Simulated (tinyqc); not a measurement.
# From width between Gamma and the corner back to impurity potential U

Model: Koster-Slater impurity in a tight-binding band, by Green functions and by supercells. Computed by tinyqc, a small Python program. Command: `OMP_NUM_THREADS=1 python tinyqc.py 3027492 3027493 out.jsonl kosterslater inv`. One thread of a shared host (Intel(R) Xeon(R) Processor @ 2.30GHz), about 0.1 s of CPU time with the checks.

One orbital per site, e(k) = -2 t sum cos(k_i) over 3 direction(s), band from -6 t to 6 t, lattice constant 1. One site has the extra energy U. Spin is left out.

Inputs (values chosen for the exercise, for a model band): hopping t = 0.79 eV; supercell edge N = 4 sites.

Lattice: simple cubic.

Method:
- Outside the band G0(E) = (1/pi) int_0^pi dk (2/(pi z)) K(16 t^2/z^2), z = E + 2 t cos k, K the complete elliptic integral with parameter m; 200 Gauss-Legendre points.
- A bound state solves 1/U = G0(E).
- Bisection in ln(distance from the edge) between 1e-5 t and |U| + t. Weight on the impurity site: -1/(U^2 dG0/dE), by a central difference with step min(1e-4 t, distance/30). Decay length along an axis: 1/arccosh(1 + distance/(2 t)).
- In a periodic cell of N sites along each direction with Bloch vector K, the level solves 1/U = N^-d sum_k 1/(E - e(k)), k_i = (2 pi m_i + K_i)/N, m_i = 0..N-1; the outermost root on the side of U is taken (bisection). d is the number of directions. Gamma means K_i = 0, the zone corner K_i = pi, the quarter point K_i = pi/2.
- The error is measured against the isolated level E_b.

Problem. A run gave the result below. Find the impurity potential U, known to lie between -10 and -3.2 eV.

width between Gamma and the corner = 0.07285409 eV

Solution.

Each step takes the trial c = (a f_b - b f_a)/(f_b - f_a), f being the result less the target; c replaces end b, the old b replaces a if the sign of f changed, and otherwise f_a is halved.

Scan of the range:

| impurity potential U (eV) | width between Gamma and the corner (eV) |
|---|---|
| -10.00 | 0.005671 |
| -8.87 | 0.008577 |
| -7.73 | 0.014057 |
| -6.60 | 0.025650 |
| -5.47 | 0.055844 |
| -4.33 | 0.162330 |
| -3.20 | 0.509136 |

False position (Illinois rule) inside the bracket:

| step | end a | end b | trial | width between Gamma and the corner (eV) |
|---|---|---|---|---|
| 1 | -5.47000 | -4.33000 | -5.28789 | 0.0648047 |
| 2 | -4.33000 | -5.28789 | -5.20883 | 0.0692994 |
| 3 | -4.33000 | -5.20883 | -5.14414 | 0.0732917 |
| 4 | -5.20883 | -5.14414 | -5.15123 | 0.0728394 |
| 5 | -5.14414 | -5.15123 | -5.15100 | 0.0728540 |
| 6 | -5.14414 | -5.15100 | -5.15100 | 0.0728541 |
| 7 | -5.15100 | -5.15100 | -5.15100 | 0.0728541 |

Width between Gamma and the corner rises at every point of a 13-point scan of the range (every second point is shown), so one value fits; it is bracketed by -5.47 and -4.33. Answer: impurity potential U = -5.151 eV.
